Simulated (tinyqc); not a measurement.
Worked calculation: effective-mass impurity with a central-cell term, in a basis of Slater functions. Computed by tinyqc, a small Python program that keeps every step. Command: `OMP_NUM_THREADS=1 python tinyqc.py 3028867 3028868 out.jsonl centralcell walk`. One thread of a shared host (Intel(R) Xeon(R) Processor @ 2.30GHz), about 0.01 s of CPU time with the checks. Intermediate numbers are printed to about 5 digits and carried at full precision; extremes and crossings named in words are read from the listed rows.

The envelope obeys H = -nabla^2 - (2/r) [Z + A exp(-kappa r)] in effective units, with kappa = a*/lambda; positive A deepens the well near the core.

Inputs (values chosen for the exercise, for a model semiconductor):
```
quantity                   value      unit
effective mass m            0.35       m_0
dielectric constant eps     9.65         -
charge Z of the core           1         -
central-cell strength A        3         -
central-cell range lambda    1.8  angstrom
basis size n                   3         -
smallest exponent zeta_1    0.56      1/a*
ratio beta of exponents      2.1         -
```

Impurity: donor, one isotropic band.

Constants: Ry = 13.605693123 eV; a_0 = 0.529177210903 angstrom.

## Effective units

Units: Ry* = Ry m/eps^2 and a* = a_0 eps/m, with m in m_0. kappa = a*/lambda; the hydrogenic ground state is bound by Z^2 Ry*.

Ry* = 51.137 meV

a* = 14.590 angstrom

kappa = 8.1057 1/a*

hydrogenic binding energy = 51.137 meV

## Matrices over the s basis

zeta_i = zeta_1 beta^(i-1), i = 1..n. For s functions exp(-zeta r), with s = zeta_i + zeta_j: S = 2/s^3, T = zeta_i zeta_j S, V = -2 Z/s^2, W = -2 A/(s + kappa)^2; each function is normalised by dividing by sqrt(S_ii S_jj).

exponents (1/a*): 0.56  1.176  2.4696

overlap S:
```
        1       2       3
1  1.0000  0.8172  0.4679
2  0.8172  1.0000  0.8172
3  0.4679  0.8172  1.0000
```

kinetic T (Ry*):
```
         1         2        3
1   0.3136   0.53818  0.64710
2  0.53818  1.382976   2.3734
3  0.64710    2.3734   6.0989
```

Coulomb V (Ry*):
```
         1        2        3
1    -1.12  -1.4187  -1.4176
2  -1.4187   -2.352  -2.9792
3  -1.4176  -2.9792  -4.9392
```

central cell W (Ry*):
```
           1         2         3
1  -0.049520  -0.13242  -0.31480
2   -0.13242  -0.35692  -0.86019
3   -0.31480  -0.86019   -2.1243
```

## Generalised eigenproblem

(T + V + W) c = E S c with c^T S c = 1 and the largest component positive.

two lowest levels (Ry*): -1.4683  -0.2461

coefficients of the lowest state: 0.04969  0.63365  0.37398

<T> = 2.5918 Ry*

<W> = -0.86825 Ry*

## Converged levels

Large basis: zeta_i = 0.06 x 1.6^(i-1), i = 1..22, same formulas; for p functions r exp(-zeta r): S = 24/s^5, T = zeta_i zeta_j S (centrifugal term included), V = -12 Z/s^4, W = -12 A/(s + kappa)^4; overlap eigenvalues below 1e-11 are dropped. Binding energies are -E Ry*; the effective quantum number is nu = Z/sqrt(-E); |psi(0)|^2 is given relative to the hydrogenic Z^3/(pi a*^3).

1s binding energy = 77.398 meV

2s binding energy = 15.406 meV

2p binding energy = 12.796 meV

effective quantum number of 1s = 0.81283

relative |psi(0)|^2 = 9.0132

The central cell moves 1s by +26.261 meV, 2s by +2.622 meV and 2p by +0.0115 meV: p states vanish at the core, so the 2p level gives the hydrogenic scale and 1s the chemical shift. The small basis lies 2.3 meV above the converged 1s level. Caution: the density at the core is many times hydrogenic, so the result hangs on the model potential inside one cell, where the envelope picture is weak.

## Chemical shift by three methods

First order: shift = 8 A Z^3/(2 Z + kappa)^2 Ry*. One exponent: minimise zeta^2 - 2 Z zeta - 8 A zeta^3/(2 zeta + kappa)^2 by golden section on 0.2 to 6 Z. All shifts are the binding beyond Z^2 Ry*.

Shift of the 1s binding energy (meV):
```
A      first order  one exponent  large basis
-3.00      -12.018        -8.705       -7.572
-1.50       -6.009        -5.031       -4.648
0.30         1.202         1.252        1.276
0.75         3.004         3.342        3.509
1.50         6.009         7.562        8.393
3.00        12.018        20.941       26.261
3.75        15.022        32.815       43.234
```

The three columns are ordered, first order <= one exponent <= large basis, since each is a variational bound with more freedom. At the largest attractive A first order gives 35 % and one exponent 76 % of the shift; at the most repulsive A the true shift is -7.572 meV against -12.018. Attraction pulls the envelope in and feeds itself, repulsion pushes it out and saturates.

## Convergence with the basis

The error is the lowest level above the large-basis value.

Error of the 1s level:
```
n  error (meV)  largest exponent (1/a*)
1   3.3629e+01                     0.56
2   8.8830e+00                     1.18
3   2.3125e+00                     2.47
4   2.4865e-01                     5.19
5   2.3931e-02                    10.89
6   2.0485e-02                    22.87
7   1.9116e-02                    48.03
8   1.8588e-02                   100.86
```

The error falls from 33.6 to 0.0186 meV. The last function changes it by less than 5 %: it has levelled off, and what remains is set by beta and zeta_1, not by the range of exponents.

Checks made by the program: the large basis at A = 0 against Z^2, Z^2/4 and Z^2/4 (relative difference 5e-06).
